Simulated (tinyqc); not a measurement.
Inside a calculation. Model: band bending at a free surface with one surface level, surface photovoltage and Kelvin probe.

Computed by the program tinyqc: `OMP_NUM_THREADS=1 python tinyqc.py 2430146 2430147 out.jsonl`, one thread of a shared Intel Xeon 2.30GHz, about 0.01 s for the whole run. Printed values are rounded.

n-type bulk, xi = Ec - EF = Vt ln(Nc/Nd), p0 = ni^2/Nd, ni = sqrt(Nc Nv) exp(-Eg/(2 Vt)), Eg in volts. b is the upward band bending, u = b/Vt. Space charge per area, in units of q: Qc = sign(b) sqrt((2 eps0 eps_r Vt/q) [(Nd + dn)(exp(-u) - 1) + Nd u + (p0 + dn)(exp(u) - 1)]), with dn the excess density under light (flat quasi-Fermi levels; 0 in the dark). The level holds -Ns f, f = 1/(1 + exp((xi + b - Es)/Vt)). Neutrality: Qc + Qf + (charge of the states) = 0.

Inputs (values chosen for the exercise); band and dielectric values close to those of gallium arsenide:
- T = 300 K (temperature)
- Eg = 1.41 eV (band gap)
- eps_r = 13.1 (relative permittivity)
- Nc = 4.44e17 cm^-3 (conduction-band density of states at T)
- Nv = 9.1e18 cm^-3 (valence-band density of states at T)
- chi = 4.05 eV (electron affinity)
- Nd = 2.3e15 cm^-3 (donor density)
- Qf = 1.2e10 cm^-2 (fixed positive charge at the surface)
- pt = 5.05 eV (work function of the probe tip)
- Ns = 4.6e11 cm^-2 (density of an acceptor-like surface level)
- Es = 0.41 eV (its depth below the conduction edge)
- dn = 1.3e13 cm^-3 (excess carrier density under light)

Constants: q = 1.602176634e-19 C, kB = 1.380649e-23 J/K, Vt = kB T/q, eps0 = 8.8541878128e-14 F/cm where lengths are in cm. Results are converted to the units shown.

## Bulk quantities

xi, ni, p0, the Debye length sqrt(eps0 eps_r Vt/(q Nd)) and the flat-band work function chi + xi.

xi = 0.136057 eV
ni = 2.88226e6 cm^-3
p0 = 0.00361193 cm^-3
Debye length = 90.2065 nm
chi + xi = 4.18606 eV

## Charges against band bending

| point | b (V) |
|---|---|
| 0 | 0.091 |
| 1 | 0.152 |
| 2 | 0.213 |
| 3 | 0.274 |
| 4 | 0.335 |
| 5 | 0.396 |
| 6 | 0.457 |

Evaluate Qc, the surface charge Qf - Ns f and their sum in the dark; the root lies where the sum changes sign.

| point | Qc (cm^-2) | surface charge (cm^-2) | sum (cm^-2) |
|---|---|---|---|
| 0 | 4.68511e10 | -4.47612e11 | -4.00761e11 |
| 1 | 6.48333e10 | -4.43923e11 | -3.79090e11 |
| 2 | 7.89467e10 | -4.08219e11 | -3.29272e11 |
| 3 | 9.09054e10 | -2.17747e11 | -1.26842e11 |
| 4 | 1.01465e11 | -2.76214e10 | 7.38438e10 |
| 5 | 1.11025e11 | 7.94078e9 | 1.18966e11 |
| 6 | 1.19825e11 | 1.16135e10 | 1.31438e11 |

The sum rises steadily with b, so there is one root; bisection gives b = 0.30439 V.

## Work function and Kelvin-probe reading

converged b = 0.304390 V

Work function chi + xi + b; contact potential difference CPD = (work function of the sample) - pt. Depth of EF below Ec at the surface: xi + b. Depletion width Qc/Nd.

xi + b = 0.440447 eV
Qc = 9.63111e10 cm^-2
Qc/Nd = 418.744 nm
work function = 4.49045 eV
CPD = -559.553 mV

The level is 23.5 % filled: the Fermi level is pinned at it.

## Surface photovoltage

Under chopped light the surface charge keeps its dark value, so b falls to bL with Qc(bL, dn) = Qc(b, 0); the photovoltage is b - bL. Qc rises with b, so bL follows by bisection.

bL = 0.175407 V
photovoltage = 128.983 mV
share of b removed = 42.3743 %
excess holes at the surface, dn exp(bL/Vt) = 1.14988e16 cm^-3
